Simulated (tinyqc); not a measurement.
From results back to parameters: trap in a gate oxide as a short-range spherical well. Two cases, with inputs chosen for the exercise.

Problem. In the Lucovsky model sigma goes as (h nu - Et)^(3/2)/(h nu)^3. The ratio of the cross-sections at h1 and h2 was computed from a hidden Et.

Case 1.

Values chosen (out of a larger set: near those of HfO2 on Si; not measured data): h1 = 1.206 eV (first photon energy); h2 = 2.286 eV (second photon energy).

sigma(h1)/sigma(h2) = 0.706447

Case 2.

Values chosen (out of a larger set: near those of SiO2 on Si; not measured data): h1 = 3.712 eV (first photon energy); h2 = 4.34 eV (second photon energy).

sigma(h1)/sigma(h2) = 0.851378

Find: Et.

Solution. y = [ratio (h1/h2)^3]^(2/3), and Et = (h1 - y h2)/(1 - y): the plot of (sigma (h nu)^3)^(2/3) against h nu is a line through Et.

Case 1.

Et = 0.900 eV

Case 2.

Et = 2.508 eV

Computed by tinyqc, one run a case: `OMP_NUM_THREADS=1 python tinyqc.py N N+1 out.jsonl` with N = 1252216, 1252238; one thread of a shared Intel(R) Xeon(R) Processor @ 2.30GHz, about 0.01 s a run at most.
